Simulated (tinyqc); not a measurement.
Donor or exciton in a quantum well (variational effective-mass method). The trial binding against the radius. Computed by tinyqc, a small Python program. Command: `OMP_NUM_THREADS=1 python tinyqc.py 3025926 3025927 out.jsonl welldonor sweep`. One thread of a shared host (Intel(R) Xeon(R) Processor @ 2.30GHz), about 0.06 s of CPU time with the checks.

Electron and hole in their lowest subbands f(z) = cos(pi z/L); relative in-plane motion exp(-rho/lambda) (separable trial function), H = -nabla_rho^2 - 2/sqrt(rho^2 + (z_e - z_h)^2) in effective units. Mass and screening are the same in well and barrier; l = L/a* is the width in effective units. Bands are flat: no polarisation or applied field.

Inputs (values chosen for the exercise, modelled on InAs):

| quantity | value | unit |
|---|---|---|
| electron mass m | 0.0251 | m_0 |
| dielectric constant eps | 15.4 | - |
| well width L | 63 | nm |
| in-plane hole mass m_h | 0.215 | m_0 |

Centre: exciton. Barriers: infinite.

Constants: Ry = 13.605693123 eV; a_0 = 0.529177210903 angstrom.

Method:
- mu = m m_h/(m + m_h) takes the place of m; Ry* = Ry m/eps^2, a* = a_0 eps/m; l = L/a*.
- k = pi/l; f = cos(k z) inside and zero outside.
- Binding E_b(lambda) = -1/lambda^2 + (8/lambda^2) int_0^l P(z) g(z) dz, with P(z) = (2/l) [(1 - z/l)(1 + cos(2 pi z/l)/2) + (3/(4 pi)) sin(2 pi z/l)] the distribution of |z_e - z_h| and g(z) = int_z^infinity exp(-2 sqrt(r^2 - z^2)/lambda) dr = int_0^infinity exp(-2 rho/lambda) rho/sqrt(rho^2 + z^2) d rho; 40 Gauss-Legendre points in z and 40 in t with rho = lambda t/(1 - t).

One run for each value:

| trial radius lambda (a*) | E_b(lambda) (Ry*) | int P g dz (a*) |
|---|---|---|
| 0.4 | -1.5069 | 0.09486 |
| 0.6 | 0.9485 | 0.16768 |
| 0.8 | 1.5268 | 0.24715 |
| 1.0 | 1.6470 | 0.33088 |
| 1.2 | 1.6253 | 0.41756 |
| 1.4 | 1.5567 | 0.50639 |
| 1.6 | 1.4745 | 0.59684 |
| 1.8 | 1.3915 | 0.68857 |
| 2.0 | 1.3126 | 0.78131 |

Describe and explain the trends.

Over the rows, E_b(lambda) (Ry*) goes from -1.51 through a maximum among these rows, 1.65 at 1.00, to 1.31; int P g dz (a*) rises from 0.0949 to 0.781 (exponent d ln y / d ln x 1.4 between the first rows and 1.2 between the last). A small radius costs kinetic energy as 1/lambda^2 and a large one loses attraction.

Extremes, crossings and ranges named in words are read from the listed rows.
